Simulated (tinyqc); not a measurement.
Sublattice potential against complex hopping: Haldane model. Computed by the program tinyqc. 

Honeycomb lattice:

| parameter | value |
|---|---|
| t1 (eV) | 2.270000 |
| t2 (eV) | 0.310000 |
| phi (rad) | 2.240000 |

H_AA = delta - 2 t2 sum cos(k.b + phi), H_BB = -delta - 2 t2 sum cos(k.b - phi), H_AB = -t1 (1 + exp(-i k.a1) + exp(-i k.a2)), b = a1, a2 - a1, -a2, m = 3 sqrt3 t2 sin(phi); the sign of the Chern number follows the orientation k1 then k2.

Gaps at the two valleys (eV) and Chern number of the lower band (12 x 12 mesh):

| delta | gap 2\|delta - m\| | gap 2\|delta + m\| | Chern number |
|---|---|---|---|
| -2.2740 | 7.0748 | 2.0212 | 0 |
| -1.6420 | 5.8108 | 0.7572 | 0 |
| -0.7580 | 4.0428 | 1.0108 | -1 |
| 0.0000 | 2.5268 | 2.5268 | -1 |
| 0.5050 | 1.5168 | 3.5368 | -1 |
| 0.9480 | 0.6308 | 4.4228 | -1 |
| 1.5790 | 0.6312 | 5.6848 | 0 |
| 2.5270 | 2.5272 | 7.5808 | 0 |

Here |m| = 1.2634 eV. For |delta| < |m| the two valleys have masses of opposite sign and the Chern number is +/-1; one gap closes at |delta| = |m|, and beyond it the band is trivial.
